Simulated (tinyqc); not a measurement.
# From one set of inputs to another, one input at a time

Model: electroplating on a thin resistive seed layer: kinetics, Wagner number and the terminal effect across a wafer. Computed by tinyqc, a small Python program. Command: `OMP_NUM_THREADS=1 python tinyqc.py 3120393 3120394 out.jsonl terminal ladder`. One thread of a shared host (Intel(R) Xeon(R) Processor @ 2.30GHz), about 0.06 s of CPU time with the checks.

Current enters the seed at the rim. The bath is treated as a local resistance per area (no lateral flow in the liquid), two electrons per ion, molar volume 7.11 cm^3/mol, Faraday constant F = e N_A, kinematic viscosity 0.01 cm^2/s, omega = 2 pi x rpm/60; k_B T/e is in volts.

The inputs printed are set A. Inputs not listed in the table keep their values of set A, so the rows need not describe a real material.

Inputs (values chosen for the exercise, of the order of those for copper plating from an acid sulfate bath):

| quantity | value | unit |
|---|---|---|
| wafer radius R | 15 | cm |
| seed thickness t | 110 | nm |
| seed resistivity | 13 | microohm cm |
| bath conductivity kappa | 0.51 | S/cm |
| gap to the anode h | 12 | cm |
| extra resistance of a porous plate | 0 | ohm cm^2 |
| exchange current density i_0 | 0.56 | mA/cm^2 |
| cathodic transfer coefficient alpha | 0.87 | - |
| mean current density | 2.5 | mA/cm^2 |
| diffusivity of the metal ion | 6.1e-06 | cm^2/s |
| metal ion concentration | 0.76 | mol/L |
| rotation rate | 30 | rpm |
| temperature T | 298 | K |

Constants: e = 1.602176634e-19 C; N_A = 6.02214076e+23 1/mol; k_B = 8.617333262e-05 eV/K.

Method:
- Growth rate = i V_m/(2 F). Levich limit i_L = 0.62 x 2 F D^(2/3) omega^(1/2) nu^(-1/6) c. Tafel overpotential eta = (k_B T/(alpha e)) ln(i/i_0); kinetic resistance k_B T/(alpha e i); bath resistance h/kappa + plate; R_s = resistivity/t; Wagner number = kinetic resistance x kappa/R.
- Linearised: with R_t = kinetic + bath resistance the current density obeys (1/r)(r i')' = i R_s/R_t, so i = A I_0(r/l), l = sqrt(R_t/R_s); with x = R/l, edge/centre = I_0(x) and edge/mean = x I_0(x)/(2 I_1(x)).
- Voltage drop in the seed for a uniform current: i R_s R^2/4.
- Full model: seed potential phi(r) with (1/r)(r phi')' = R_s i, where i solves phi = R_b i + (k_B T/(alpha e)) ln(i/i_0) (phi being the driving voltage left at r); phi'(0) = 0 and phi'(R) = R_s i_mean R/2. Solved by collocation to a tolerance of 1e-7.

Each row keeps all changes above it:

| input moved | from | to | edge over centre, full model | length l (cm) | drop for uniform current (mV) |
|---|---|---|---|---|---|
| set A | - | - | 3.7638 | 5.4681 | 166.19 |
| exchange current density i_0 (mA/cm^2) | 0.56 | 0.056 | 3.7638 | 5.4681 | 166.19 |
| seed resistivity (microohm cm) | 13 | 9 | 2.7262 | 6.5718 | 115.06 |
| seed thickness t (nm) | 110 | 72 | 3.9767 | 5.3169 | 175.78 |
| bath conductivity kappa (S/cm) | 0.51 | 0.14 | 1.8570 | 8.8327 | 175.78 |
| gap to the anode h (cm) | 12 | 11 | 1.9364 | 8.5031 | 175.78 |
| mean current density (mA/cm^2) | 2.5 | 6.1 | 2.0341 | 8.1687 | 428.91 |

Which inputs carry the difference?

Edge over centre, full model goes from 3.76 to 2.03, a factor 0.540 in all. The largest single move comes from bath conductivity kappa (a factor 0.467), and seed thickness t works against it (a factor 1.46). Length l goes from 5.47 to 8.17, a factor 1.49 in all. The largest single move comes from bath conductivity kappa (a factor 1.66), and seed thickness t works against it (a factor 0.809). Drop for uniform current goes from 166 to 429, a factor 2.58 in all. The largest single move comes from mean current density (a factor 2.44), and seed resistivity works against it (a factor 0.692). The single moves hold for this order of the switches; the total does not depend on the order.

Extremes, crossings and ranges named in words are read from the listed rows.
